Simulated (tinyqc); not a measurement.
A particle near a wafer in liquid: double-layer and van der Waals forces (DLVO), deposition barrier and removal: one step, computed by the program tinyqc.

Sphere and flat wall, Derjaguin approximation, constant potentials in the linear-superposition form, no retardation and no hydration force.

Task: Barrier and secondary minimum. U(h) = Z R exp(-kappa h) - A R/(6 h); F(h) = -dU/dh = kappa Z R exp(-kappa h) - A R/(6 h^2), positive for repulsion. F = 0 reads x^2 exp(-x) = y with x = kappa h and y = A kappa/(6 Z); the left side peaks at x = 2 with 4/e^2 = 0.5413, so roots exist for smaller y: x < 2 is the barrier, x > 2 the secondary minimum.

Inputs (values chosen for the exercise, of the order of those for silica on silica in water): particle radius R = 42 nm; Hamaker constant A = 5.3e-21 J; temperature T = 323 K.

kappa = 0.1758327 1/nm

Z = 7.435246 pN

Constants: k_B = 1.380649e-23 J/K.

Give: y; position of the barrier; barrier height; position of the secondary minimum; energy at the secondary minimum.

Result:

y = 0.02089

position of the barrier = 0.8888 nm

barrier height = 50.53 k_B T

position of the secondary minimum = 45.71 nm

energy at the secondary minimum = -0.1594 k_B T

A barrier above 15 k_B T practically stops deposition.
